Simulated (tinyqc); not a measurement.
Two-valley model of the transferred-electron effect: one step, computed by the program tinyqc. Command: `OMP_NUM_THREADS=1 python tinyqc.py 3021431 3021432 out.jsonl gunn walk`. One thread of a shared host (Intel(R) Xeon(R) Processor @ 2.30GHz), about 0.01 s of CPU time with the checks.

Both kinds of valley share one electron temperature T_e, and each has a constant mobility.

Task: Equilibrium. Density-of-states ratio R = Z (m2/m1)^(3/2); n2/n1 = R exp(-dE/(k_B T_e)); mean mobility mu = (mu1 + mu2 n2/n1)/(1 + n2/n1); energy balance e mu F^2 = (3/2) k_B (T_e - T)/tau_E; v = mu F.

Inputs (values chosen for the exercise, for a model semiconductor):
```
quantity                       value        unit
central-valley mass m1         0.083         m_0
satellite-valley mass m2        0.37         m_0
satellite valleys Z                3           -
valley separation dE             0.3          eV
central-valley mobility mu1     6900  cm^2/(V s)
satellite-valley mobility mu2     59  cm^2/(V s)
lattice temperature T            300           K
```

Solver: damped fixed point.

Constants: k_B = 8.617333262e-05 eV/K.

Give: R; n2/n1 without field; low-field mobility.

Result:

R = 28.24

n2/n1 without field = 2.576e-04

low-field mobility = 6898 cm^2/(V s)

dE is 11.6 k_B T, so the satellites are empty without field.
